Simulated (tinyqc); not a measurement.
Resistance of a tapered via with liner, size effect and interface: two steps of the calculation.

A round via whose diameter grows from db at the bottom as D(z) = db + 2 z/tan(ang). The fill, of diameter D - 2 tl, starts above the bottom liner (thickness fb tl) and has rho = rho0 (1 + ks lam/(D - 2 tl)); the sidewall liner conducts in parallel with it. The bottom liner and the interface are crossed over the full area pi db^2/4. Spreading in the lines above and below is left out.

Parameters, values chosen for the exercise; fill metal close to molybdenum:
- db = 9.7 nm (diameter at the bottom)
- hv = 21 nm (height)
- ang = 85 degrees (sidewall angle)
- rho0 = 5.4 uohm cm (bulk resistivity of the fill)
- lam = 11.1 nm (mean free path of the fill)
- ks = 1 (size-effect factor)
- tl = 0 nm (liner on the sidewall)
- fb = 0.5 (liner at the bottom over that on the sidewall)
- rl = 390 uohm cm (resistivity of the liner)
- ri = 2.5e-12 ohm cm^2 (interface resistivity at the bottom)
- Sb = 1.3e15 S/m^2 (ballistic conductance per area, about 3/(4 rho0 lam))

Problem 1. Slices of the via. Slices between z0 = fb tl and hv, evaluated at their midpoints: conductance per length pi/4 [(D - 2 tl)^2/rho + (D^2 - (D - 2 tl)^2)/rl], slice resistance = slice height over that. 10 slices.

Find: z; D; rho; slice resistance.

Solution 1.

```
slice  z (nm)  D (nm)  rho (uohm cm)  slice resistance (ohm)
0      1.0500  9.8837         11.465                  3.1379
1      3.1500  10.251         11.247                  2.8617
2      5.2500  10.619         11.045                  2.6191
3      7.3500  10.986         10.856                  2.4050
4      9.4500  11.354         10.679                  2.2152
5      11.550  11.721         10.514                  2.0463
6      13.650  12.088         10.358                  1.8953
7      15.750  12.456         10.212                  1.7599
8      17.850  12.823         10.074                  1.6381
9      19.950  13.191         9.9441                  1.5281
```

Problem 2. Total resistance. R_fill = sum of the slices; R_bottom = rl fb tl/(pi db^2/4); R_interface = ri/(pi db^2/4); ballistic (Sharvin) limit 1/(Sb pi (db - 2 tl)^2/4); ideal cylinder rho0 hv/(pi db^2/4).

slice resistance, slice 0 to 9 (ohm): 3.1379330  2.8616969  2.6190877  2.4049896  2.2152080  2.0462794  1.8953258  1.7599412  1.6381025  1.5281000

Find: parts; R; shares; ballistic limit; ideal cylinder.

Solution 2.

parts (ohm): fill 22.107, bottom liner 0, interface 3.3830
R = 25.490 ohm
shares (%): fill 86.728, bottom liner 0.000, interface 13.272
ballistic limit = 10.409 ohm
ideal cylinder = 15.345 ohm

The fill is the largest part, and R is 1.66 times the ideal cylinder. With 2000 slices R = 25.499 ohm.

Computed by the program tinyqc: `OMP_NUM_THREADS=1 python tinyqc.py 2750057 2750058 out.jsonl`, one thread of a shared Intel Xeon 2.30GHz, about 0.01 s for the whole run.
